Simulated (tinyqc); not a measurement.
From results back to parameters: Fermi-Dirac statistics of conduction electrons. Four cases, with inputs chosen for the exercise.

Problem. At zero temperature k_F = (3 pi^2 n)^(1/3) and E_F (1 + alpha E_F) = c k_F^2/m, c = hbar^2/2m0, m the density-of-states mass. The Fermi energies at two densities were computed from hidden m and alpha.

Constants: hbar^2/2m0 = 3.80998211 eV angstrom^2.

Case 1.

Values chosen (out of a larger set: near those of GaN, lowest valleys alone; not measured data): nA = 4e+18 1/cm^3; nB = 1e+19 1/cm^3.

E_F at nA = 0.045344 eV
E_F at nB = 0.082967 eV

Case 2.

Values chosen (out of a larger set: near those of GaAs, lowest valleys alone; not measured data): nA = 6e+18 1/cm^3; nB = 2e+19 1/cm^3.

E_F at nA = 0.164769 eV
E_F at nB = 0.335831 eV

Case 3.

Values chosen (out of a larger set: near those of Ge, lowest valleys alone; not measured data): nA = 2e+20 1/cm^3; nB = 8e+20 1/cm^3.

E_F at nA = 0.199788 eV
E_F at nB = 0.443722 eV

Case 4.

Values chosen (out of a larger set: near those of GaAs, lowest valleys alone; not measured data): nA = 7e+18 1/cm^3; nB = 2e+19 1/cm^3.

E_F at nA = 0.178773 eV
E_F at nB = 0.331986 eV

Find: k_F at nA and nB; m; alpha.

Solution. c k^2 (1/m) - E^2 alpha = E is linear in 1/m and alpha; two densities give two equations.

Case 1.

k_F at nA and nB (1/angstrom): 0.04911  0.06665

m = 0.201 m0
alpha = 0.18 1/eV

Case 2.

k_F at nA and nB (1/angstrom): 0.05622  0.08398

m = 0.0664 m0
alpha = 0.61 1/eV

Case 3.

k_F at nA and nB (1/angstrom): 0.18092  0.28719

m = 0.555 m0
alpha = 0.62 1/eV

Case 4.

k_F at nA and nB (1/angstrom): 0.05918  0.08398

m = 0.0673 m0
alpha = 0.61 1/eV

Computed by tinyqc, one run a case: `OMP_NUM_THREADS=1 python tinyqc.py N N+1 out.jsonl` with N = 1650730, 1650963, 1650997, 1651055; one thread of a shared Intel(R) Xeon(R) Processor @ 2.30GHz, about 0.01 s a run at most.
